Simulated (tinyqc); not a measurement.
Ways to converge the cycle: SCF convergence aids in the cc-pvdz basis, for H2+, spin multiplicity 2. Computed by the program tinyqc with PySCF. UHF with one setting changed at a time; a run stops when the energy changes by less than 1e-09 hartree and the error matrix is below 1e-5. The start is the Wolfsberg-Helmholz matrix. Damping d keeps d of the old density; a shift (hartree) raises the virtual levels; DIIS n extrapolates F over n matrices.

Geometry (angstrom):

| atom | x | y | z |
|---|---|---|---|
| H | 0.0000 | 0.0000 | 0.0000 |
| H | 0.0000 | 0.0000 | 1.0160 |

lowest solution found by these runs and by PySCF with stability checks = -0.600062 hartree

Largest element of the error matrix X^T (FDS - SDF) X:

| iteration | plain | damping 0.3 | damping 0.6 | shift 0.4 | DIIS 3 | DIIS 8 |
|---|---|---|---|---|---|---|
| 1 | 1.0e-01 | 1.0e-01 | 1.0e-01 | 1.0e-01 | 1.0e-01 | 1.0e-01 |
| 2 | 2.8e-02 | 5.0e-02 | 7.3e-02 | 4.1e-02 | 2.8e-02 | 2.8e-02 |
| 3 | 7.5e-03 | 2.4e-02 | 5.1e-02 | 1.8e-02 | 1.5e-03 | 1.5e-03 |
| 4 | 2.2e-03 | 1.2e-02 | 3.6e-02 | 8.9e-03 | 1.5e-04 | 1.5e-04 |
| 5 | 6.8e-04 | 5.8e-03 | 2.6e-02 | 4.3e-03 | 1.9e-07 | 3.4e-08 |
| 6 | 2.1e-04 | 2.9e-03 | 1.8e-02 | 2.1e-03 | 3.9e-12 | 1.5e-08 |
| 8 | 1.9e-05 | 7.1e-04 | 9.1e-03 | 4.7e-04 | - | - |
| 10 | 1.7e-06 | 1.9e-04 | 4.6e-03 | 1.0e-04 | - | - |
| 14 | - | 1.3e-05 | 1.1e-03 | 5.0e-06 | - | - |
| 20 | - | - | 1.5e-04 | - | - | - |
| 30 | - | - | 6.0e-06 | - | - | - |

How each run ends:

| run | iterations | E (hartree) | state |
|---|---|---|---|
| plain | 10 | -0.600062 | lowest found |
| damping 0.3 | 18 | -0.600062 | lowest found |
| damping 0.6 | 38 | -0.600062 | lowest found |
| shift 0.4 | 14 | -0.600062 | lowest found |
| DIIS 3 | 6 | -0.600062 | lowest found |
| DIIS 8 | 6 | -0.600062 | lowest found |

What does the comparison show, and why?

6 of 6 runs reach the lowest solution found, in 6 to 38 iterations (fastest: DIIS 3, DIIS 8). Plain steps already contract here, so damping only slows them. DIIS 3 and DIIS 8 gain by cancelling the error over several earlier matrices, much as a quasi-Newton step does.
